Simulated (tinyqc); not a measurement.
## p-n diode with diffusion and depletion-layer recombination: effect of the recombination velocity at the n contact

Abrupt junction in the depletion approximation, low injection, full ionisation, neutral widths fixed, ohmic contact on the p side. Vj is the junction voltage; where a series resistance Rs is given, V = Vj + J Rs is the terminal voltage.

ni = sqrt(Nc Nv) exp(-Eg/(2 Vt)), Eg in volts; D = mu Vt; Ln = sqrt(Dn tn), Lp = sqrt(Dp tp); J0n = q ni^2 Dn coth(wp/Ln)/(Ln Na); J0p = (q ni^2 Dp/(Lp Nd)) (s + tanh(wn/Lp))/(1 + s tanh(wn/Lp)), s = Sp Lp/Dp. J_diff = (J0n + J0p)(exp(Vj/Vt) - 1). Vbi = Vt ln(Na Nd/ni^2), W = sqrt(2 eps0 eps_r (Vbi - Vj)(1/Na + 1/Nd)/q), xp = W Nd/(Na + Nd), xn = W Na/(Na + Nd); u(x) = q Na (x + xp)^2/(2 eps0 eps_r) for x < 0 and Vbi - Vj - q Nd (xn - x)^2/(2 eps0 eps_r) for x > 0; p = Na exp(-u/Vt), n = Nd exp((u - Vbi + Vj)/Vt); U = ni^2 (exp(Vj/Vt) - 1)/(tp (n + ni exp(Et/Vt)) + tn (p + ni exp(-Et/Vt))); J_scr = q times the integral of U from -xp to xn. J = J_diff + J_scr.

Values chosen for this exercise; band and dielectric values those of a made-up semiconductor:

| symbol | value | unit | meaning |
|---|---|---|---|
| T | 293 | K | temperature |
| Eg | 0.829 | eV | band gap |
| eps_r | 17.8 |  | relative permittivity |
| Nc | 2.36e17 | cm^-3 | conduction-band density of states at T |
| Nv | 8.28e18 | cm^-3 | valence-band density of states at T |
| Na | 1.6e17 | cm^-3 | acceptor density |
| Nd | 3e16 | cm^-3 | donor density |
| mun | 4900 | cm^2/(V s) | electron mobility in the p side |
| mup | 280 | cm^2/(V s) | hole mobility in the n side |
| tn | 8e-9 | s | electron lifetime |
| tp | 4e-6 | s | hole lifetime |
| wp | 0.23 | um | neutral width of the p side |
| wn | 7.4 | um | neutral width of the n side |
| Et | 0 | eV | trap level above the intrinsic level |
| Vj | 0.29 | V | junction voltage at which recombination is evaluated |

Constants: q = 1.602176634e-19 C, kB = 1.380649e-23 J/K, Vt = kB T/q, eps0 = 8.8541878128e-14 F/cm where lengths are in cm. Results are converted to the units shown.

The same in every row: J0n (A/cm^2) = 5.794e-8; J_scr (A/cm^2) = 2.929e-5; wn/Lp = 0.1392.

Results:

| Sp (cm/s) | J0p (A/cm^2) | J_diff (A/cm^2) | J_scr/J (%) |
|---|---|---|---|
| 1 | 1.061e-11 | 0.005640 | 0.5167 |
| 10 | 1.112e-11 | 0.005640 | 0.5167 |
| 100 | 1.614e-11 | 0.005640 | 0.5167 |
| 1000 | 6.159e-11 | 0.005645 | 0.5163 |
| 1e5 | 5.048e-10 | 0.005688 | 0.5124 |
| 1e6 | 5.472e-10 | 0.005692 | 0.5120 |
| 1e7 | 5.518e-10 | 0.005692 | 0.5120 |

Estimate the missing row, Sp = 10000 cm/s.

Computed row:

| Sp (cm/s) | J0p (A/cm^2) | J_diff (A/cm^2) | J_scr/J (%) |
|---|---|---|---|
| 10000 | 2.867e-10 | 0.005667 | 0.5143 |

With this row back in the table: As Sp goes from 1 to 1e7, J0p rises from 1.06e-11 to 5.52e-10 A/cm^2, J_scr stays at 2.93e-5 A/cm^2 and its share falls from 0.517 to 0.512 %. J0p crosses its long-base value at Sp = Dp/Lp = 1330 cm/s; with wn/Lp = 0.14 the contact changes it by a factor of 52.0 over the table.

tinyqc, about 0.01 s, one thread, Intel Xeon 2.30GHz (shared host): `OMP_NUM_THREADS=1 python tinyqc.py 2260107 2260108 out.jsonl`
